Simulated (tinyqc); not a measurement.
# Precursor delivery by bubblers, mass-transport growth and the solid composition of a III-V alloy, step by step

A worked calculation. Computed by tinyqc, a small Python program that keeps every step. Command: `OMP_NUM_THREADS=1 python tinyqc.py 3011445 3011446 out.jsonl movpe_thermo walk`. One thread of a shared host (Intel(R) Xeon(R) Processor @ 2.30GHz), about 0.01 s of CPU time with the checks. Intermediate numbers are printed to about 6 digits and carried at full precision; extremes and crossings named in words are read from the listed rows.

1 sccm = 44.615 micromol/min; 1 torr = 133.322 Pa. The sources decompose fully at the surface.

Inputs (values chosen for the exercise, modelled on trimethylgallium (source 1) and trimethylindium (source 2) for the vapour pressures):
```
quantity                                                                                                  value        unit
bath temperature T1                                                                                         259           K
bath temperature T2                                                                                         290           K
bubbler pressure p_b                                                                                       1000        torr
carrier flow F1                                                                                             7.3        sccm
carrier flow F2                                                                                              28        sccm
total flow F_t                                                                                              3.7         slm
group-V flow F_V                                                                                            160        sccm
reactor pressure p                                                                                          760        torr
growth temperature T                                                                                        860           K
diffusivity at 273 K and 760 torr                                                                          0.49      cm^2/s
flow cross-section A                                                                                         69        cm^2
distance from the leading edge z                                                                             14          cm
lattice constant a                                                                                         5.63    angstrom
interaction L0 of the solid                                                                                16.4      kJ/mol
log10 of p_B,eq over pure BC at 1000 K and 1 torr of group V (exaggerated: liquid indium has about -4.1)     -2  log10 torr
enthalpy of that equilibrium H                                                                              396      kJ/mol
```

Alloy: mixing on the group-III sites, with desorption of B.

constants a, b of source 1 (log10 torr, K): 8.072  1703

constants a, b of source 2 (log10 torr, K): 10.48  3014

Constants: k_B = 1.380649e-23 J/K; R = 8.314462618 J/(mol K).

## Bubblers

log10 p_v = a - b/T_bath; molar flow = F x 44.615 x p_v/(p_b - p_v) for a saturated bubbler.

vapour pressure 1 = 31.3842 torr

molar flow 1 = 10.5527 micromol/min

vapour pressure 2 = 1.22151 torr

molar flow 2 = 1.52780 micromol/min

One kelvin of bath error changes flow 1 by 6.0 % and flow 2 by 8.3 %.

## Partial pressures in the reactor

p_i = p n_i/(44615 F_t), F_t in slm; p_V = p F_V/(1000 F_t), counted per molecule supplied; V/III = 44.615 F_V/(n1 + n2); vapour fraction of source 2 = n2/(n1 + n2).

p_1 = 0.0485840 torr

p_2 = 0.00703392 torr

p_V = 32.8649 torr

V/III ratio = 590.904

vapour fraction of source 2 = 0.126468

## Mass transport

Mean velocity u = (F_t/A)(760/p)(T/273); D = D0 (T/273)^1.75 (760/p); boundary layer delta = sqrt(pi D z/u); flux = D dp/(delta k_B T); growth rate = flux x a^3/4.

velocity u = 2.81538 cm/s

D = 3.64992 cm^2/s

boundary layer delta = 7.55113 cm

growth rate per torr of group III = 8.71684 micrometre/(h torr)

Caution: the boundary layer is a quarter or more of the root of the cross-section, so it fills much of the channel and depletion along the flow matters.

## Solid composition

A sticks fully. B desorbs: its surface pressure is p_B* = x gamma_B K/sqrt(p_V), ln gamma_B = L0 (1 - x)^2/(R T), K = 10^(log10 K at 1000 K) exp[-(H/R)(1/T - 1/1000)], p_V in torr. With equal diffusivities x = (p_2 - p_B*)/(p_1 + p_2 - p_B*). Growth rate = rate per torr x p_1/(1 - x).

K/sqrt(p_V) = 7.48838e-07 torr

solid fraction x = 0.126460

share of B incorporated, 1 - p_B*/p_2 = 0.999923

growth rate = 0.484808 micrometre/h

Desorption is negligible: the solid copies the vapour.

## Incorporation against temperature

A sticks fully. B desorbs: its surface pressure is p_B* = x gamma_B K/sqrt(p_V), ln gamma_B = L0 (1 - x)^2/(R T), K = 10^(log10 K at 1000 K) exp[-(H/R)(1/T - 1/1000)], p_V in torr. With equal diffusivities x = (p_2 - p_B*)/(p_1 + p_2 - p_B*).

At fixed flows:
```
T (K)  K/sqrt(p_V) (torr)         x  share of B incorporated, 1 - p_B*/p_2
915           2.08988e-05  0.126254                               0.998055
950           1.42225e-04  0.125097                               0.987605
981           6.93452e-04  0.120216                               0.943808
1004          2.10883e-03  0.108954                               0.844578
1030          6.98386e-03  0.079801                               0.598997
1055          2.08917e-02  0.042158                               0.304004
1084          6.99026e-02  0.015381                               0.107899
1125          3.46668e-01  0.003472                               0.024062
```

x equals the vapour fraction 0.126 while gamma_B K/sqrt(p_V) is small against p_1 + p_2 = 0.056 torr and falls once it is not. Between the last rows the apparent energy R d ln x/d(1/T) is 368 kJ/mol, against H = 396.

Checks made by the program: the sensitivity to the bath against a difference (relative difference below 1e-10).
